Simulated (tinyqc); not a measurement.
# Changing the preheat temperature T0

Model: millisecond and nanosecond annealing: surface heating, thermal budget and solid-phase regrowth. Computed by tinyqc, a small Python program. Command: `OMP_NUM_THREADS=1 python tinyqc.py 3022042 3022043 out.jsonl flash sweep`. One thread of a shared host (Intel(R) Xeon(R) Processor @ 2.30GHz), about 0.03 s of CPU time with the checks.

A square pulse heats the surface of a thick wafer with constant thermal properties; losses by radiation are neglected and silicon melts at 1414 C.

Inputs (values chosen for the exercise, modelled on hot silicon with arsenic):
```
quantity                      value        unit
incident fluence              0.484      J/cm^2
pulse length t_p            6.1e-08           s
reflectance R                  0.55           -
thermal conductivity k         0.31    W/(cm K)
heat capacity per volume c     2.39  J/(cm^3 K)
dopant prefactor D0            9.02      cm^2/s
dopant activation energy E        4          eV
regrowth prefactor v0       3.8e+08        cm/s
regrowth energy E_v            2.72          eV
```

Source: pulsed laser.

Constants: k_B = 8.617333262e-05 eV/K.

Method:
- Absorbed flux q = (1 - R) fluence/t_p; kappa = k/c. With f(z, t) = (2 q/k) sqrt(kappa t) ierfc(z/(2 sqrt(kappa t))), ierfc(x) = exp(-x^2)/sqrt(pi) - x erfc(x): T = T0 + f(z, t) during the pulse and T0 + f(z, t) - f(z, t - t_p) after it.
- At the surface the rise at the end of the pulse is 2 q sqrt(t_p/(pi k c)); the fluence that just melts the surface scales with (1414 - T0).
- Temperatures in kelvin are T(C) + 273.15.
- Integrate exp(-E/(k_B T(t))) at the surface from 0 to 10 t_p (Gauss-Legendre, 60 points in sqrt(t) up to t_p and 60 in sqrt(t - t_p) after it). (Dt) = D0 x integral with E; regrowth = v0 x integral with E_v; effective time = integral/exp(-E/(k_B T_peak)).

One run for each value; columns: (1) preheat temperature T0 (C); (2) peak temperature (C); (3) diffusion length 2 sqrt(Dt) (nm); (4) effective time over t_p; (5) fluence at the melting threshold (J/cm^2):
```
(1)     (2)        (3)       (4)      (5)
25   1181.0  0.0004745  0.074604  0.58154
50   1206.0  0.0006319  0.077141  0.57107
75   1231.0  0.0008338  0.079720  0.56061
100  1256.0  0.0010905  0.082341  0.55014
150  1306.0  0.0018199  0.087711  0.52921
200  1356.0  0.0029460  0.093253  0.50827
250  1406.0  0.0046384  0.098968  0.48734
```

Over the rows, peak temperature (C) rises from 1180 to 1410; diffusion length 2 sqrt(Dt) (nm) rises from 4.74e-4 to 0.00464; effective time over t_p rises from 0.0746 to 0.0990. At fixed fluence the rise is fixed, so the peak follows T0 one to one and the diffusion length follows it exponentially.

Caution (all rows): cold silicon conducts heat several times better than the constant k used here, so the real melting fluence is higher. Caution (all rows): equilibrium diffusivities are used; implant damage enhances diffusion, and k and c vary with temperature. Caution (all rows): a diffusion length below the atomic spacing of 0.235 nm means about one jump per atom or fewer, so the profile does not change measurably.

Extremes, crossings and ranges named in words are read from the listed rows.
